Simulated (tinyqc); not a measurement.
Growth mode over temperature: epitaxial growth on a vicinal surface: Burton-Cabrera-Frank step flow, step-edge barrier and island nucleation. Computed by tinyqc, a small Python program. Command: `OMP_NUM_THREADS=1 python tinyqc.py 3028944 3028945 out.jsonl stepflow walk`. One thread of a shared host (Intel(R) Xeon(R) Processor @ 2.30GHz), about 0.01 s of CPU time with the checks.

Adatoms land at rate F, hop on a square grid (a simplification for hexagonal faces), desorb, or join steps. Lengths are in units of a and n is the adatom coverage. Steps ascend at x = 0 and descend at x = l.

Inputs (values chosen for the exercise, close to those used for GaN(0001)):
```
quantity                     value      unit
site spacing a                3.19  angstrom
step height h                 2.59  angstrom
diffusion barrier E_d         1.32        eV
desorption energy E_a         2.76        eV
adatom formation energy E_f   1.13        eV
step-edge barrier E_s            0        eV
attempt frequency nu             1       THz
deposition rate F              5.3  layers/s
miscut angle                     8   degrees
temperature T                 1030         C
critical nucleus size i          1         -
```

Constants: k_B = 8.617333262e-05 eV/K.

Method:
- D = nu exp(-E_d/(k_B T)) (a^2/s, nu counted per direction); tau = exp(E_a/(k_B T))/nu; x_s = sqrt(D tau); n_eq = exp(-E_f/(k_B T)); terrace width l = h/(a tan(miscut)); Schwoebel length l_s = exp(E_s/(k_B T)) - 1.
- D n'' - n/tau + F = 0 with n(0) = n_eq and -l_s n'(l) = n(l) - n_eq. With u = n - F tau, A = n_eq - F tau, y = l/x_s, s = l_s/x_s: u = A cosh(x/x_s) + B sinh(x/x_s), B = A (1 - cosh y - s sinh y)/(sinh y + s cosh y). Flux into the ascending step J+ = D B/x_s, over the descending one J- = -(D/x_s)(A sinh y + B cosh y); step velocity J+ + J-; growth rate (J+ + J-)/l. For small y: J+ + J- = (F - n_eq/tau) l, J-/J+ = l/(l + 2 l_s).
- Island density on a flat surface without desorption: N = 0.25 (F/D)^(i/(i+2)) exp(E_i/((i+2) k_B T)) per site, with E_i = 0 for i = 1; spacing l_n = N^(-1/2). Step flow needs an effective width l_eff = 2 x(peak) below l_n.
- Temperatures in kelvin are T(C) + 273.15.
- x(peak) solves tanh(x/x_s) = -B/A. Rows where evaporation outweighs deposition are left out.

Scales:
```
T (C)  x_s (a)  l_s (a)  incorporated share  l_n (a)  l_eff/l_n
830     1946.9        0             1.00000   14.971    0.38589
880     1401.9        0             1.00000   16.551    0.34905
930     1037.4        0             0.99999   18.146    0.31837
980      786.3        0             0.99995   19.749    0.29252
1030     608.9        0             0.99982   21.355    0.27053
1080     480.4        0             0.99937   22.958    0.25164
1130     385.5        0             0.99797   24.554    0.23528
1180     314.1        0             0.99388   26.141    0.22100
1230     259.4        0             0.98285   27.714    0.20845
```

The ratio stays below 1: step flow in every row. Incorporation goes from 100.0 % to 98.3 %.

Extremes, crossings and ranges named in words are read from the listed rows.
